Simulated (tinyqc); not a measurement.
Schottky barrier with interface states (Cowley-Sze model), image lowering and contact resistance: one step, computed by the program tinyqc.

An n-type semiconductor under a metal. The barrier lies between the Schottky-Mott limit phi_M - chi and the Bardeen limit E_g - E_n, E_n being the neutrality level of the interface states; the space-charge term of the full Cowley-Sze expression is left out.

Question. Depletion layer and image lowering under reverse bias. N_c = 2 M_c (2 pi m_e k_B T/h^2)^(3/2); xi = E_c - E_F solves N = N_c F_1/2(-xi/k_B T) (bisection; full ionisation). F_1/2(eta) = (2/sqrt(pi)) int_0^infinity sqrt(x)/(1 + exp(x - eta)) dx, by the trapezoid rule in t = sqrt(x) with step 0.02 up to t = 12 (for eta < -12 by exp(eta) - exp(2 eta)/2^(3/2)). V_bi = phi_B - xi; W = sqrt(2 eps_s eps_0 (V_bi + V_r - k_B T/e)/(e N)); field at the metal E_m = e N W/(eps_s eps_0); image lowering sqrt(e E_m/(4 pi eps_s eps_0)).

Inputs (values chosen for the exercise, with gap, mass and screening modelled on ZnSe):

| quantity | value | unit |
|---|---|---|
| dielectric constant eps_s | 9.06 | - |
| electron mass m_e | 0.149 | m_0 |
| valleys M_c | 1 | - |
| donor density N | 4e+16 | cm^-3 |
| temperature T | 200 | K |
| reverse bias V_r | 4.8 | V |

Pinning factor from: interface states.

barrier phi_B = 1.443670 eV

Constants: k_B = 8.617333262e-05 eV/K; m_0 = 9.1093837015e-31 kg; k_B = 1.380649e-23 J/K; h = 6.62607015e-34 J s; eps_0 = 8.8541878128e-12 F/m; e = 1.602176634e-19 C.

Give: N_c; xi; built-in voltage V_bi; depletion width W; field E_m; image lowering.

Answer.

N_c = 7.856e+17 cm^-3

xi = 0.05101 eV

built-in voltage V_bi = 1.393 V

depletion width W = 393.2 nm

field E_m = 3.141e+05 V/cm

image lowering = 0.07066 eV
